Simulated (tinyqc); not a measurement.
Resistance of a source-drain extension with a graded tip: two steps of the calculation.

y runs along the channel, the gate covers y > 0. The doping is N0 for y < y0 and N0 10^(-(y - y0)/la) beyond, uniform over the depth xj. Sheet conductance s(y) = q mu(N) max(N - Nch, 0) xj + (for y > 0) ma Cox Vo, with mu(N) = u0 + (u1 - u0)/(1 + (N/Nr)^au) and Cox = eps0 eox/tox. Current is taken as one-dimensional; depletion of the tip, spreading and the contact are left out. The metallurgical junction lies at yj, where N = Nch.

Parameters, values chosen for the exercise; mobility law close to that of electrons in silicon: relative permittivity of the gate insulator (close to silicon dioxide) eox = 3.9; insulator thickness tox = 3.8 nm; active doping of the extension far from the gate N0 = 8.6e19 cm^-3; lateral abruptness la = 5.5 nm/decade; position under the gate where the fall begins (gate edge at 0) y0 = 1.9 nm; depth of the extension xj = 20 nm; channel doping Nch = 1.6e18 cm^-3; gate overdrive Vo = 0.79 V; mobility of the gate-induced layer ma = 190 cm^2/(V s); mobility at low doping u1 = 1414 cm^2/(V s); mobility at high doping u0 = 68.5 cm^2/(V s); reference doping Nr = 9.2e16 cm^-3; exponent au = 0.711; gate length Lg = 60 nm.

Constants: q = 1.602176634e-19 C, eps0 = 8.8541878128e-14 F/cm where lengths are in cm. Results are converted to the units shown.

Question 1. Sheet resistances and junction position. yj = y0 + la log10(N0/Nch); sheet resistance of the full extension 1/[q mu(N0)(N0 - Nch) xj] and of the gate-induced layer 1/(ma Cox Vo); metallurgical length Lg - 2 yj; ye is where the doped and the gate-induced conductances are equal.

Find: yj; sheet resistance of the extension; sheet resistance of the induced layer; metallurgical length; ye; N at ye.

Answer 1.

yj = 11.42 nm
sheet resistance of the extension = 469.2 ohm/square
sheet resistance of the induced layer = 7331 ohm/square
metallurgical length = 37.17 nm
ye = 8.966 nm
N at ye = 4.465e18 cm^-3

The gate takes over 2.45 nm before the junction, where N is still 2.79 times the channel doping.

Question 2. Resistance of the overlapped part. Midpoint rule on 11 equal steps from 0 to yj: R_ov = sum h/s(y), per width.

Wanted: y; N; doped conductance; sheet resistance; R_ov.

Answer 2.

| point | y (nm) | N (cm^-3) | doped conductance (uS) | sheet resistance (ohm/square) |
|---|---|---|---|---|
| 0 | 0.51896 | 8.6000e19 | 2131.5 | 440.94 |
| 1 | 1.5569 | 8.6000e19 | 2131.5 | 440.94 |
| 2 | 2.5948 | 6.4294e19 | 1630.5 | 565.98 |
| 3 | 3.6327 | 4.1635e19 | 1099.2 | 809.32 |
| 4 | 4.6706 | 2.6962e19 | 746.01 | 1133.3 |
| 5 | 5.7085 | 1.7460e19 | 508.36 | 1551.0 |
| 6 | 6.7465 | 1.1306e19 | 345.50 | 2075.1 |
| 7 | 7.7844 | 7.3217e18 | 230.73 | 2723.9 |
| 8 | 8.8223 | 4.7413e18 | 146.37 | 3536.4 |
| 9 | 9.8602 | 3.0704e18 | 80.630 | 4607.7 |
| 10 | 10.898 | 1.9883e18 | 25.447 | 6178.7 |

R_ov = 24.976 ohm um

Program tinyqc, `OMP_NUM_THREADS=1 python tinyqc.py 2282096 2282097 out.jsonl`; Intel Xeon 2.30GHz, shared host, one thread, about 0.03 s.
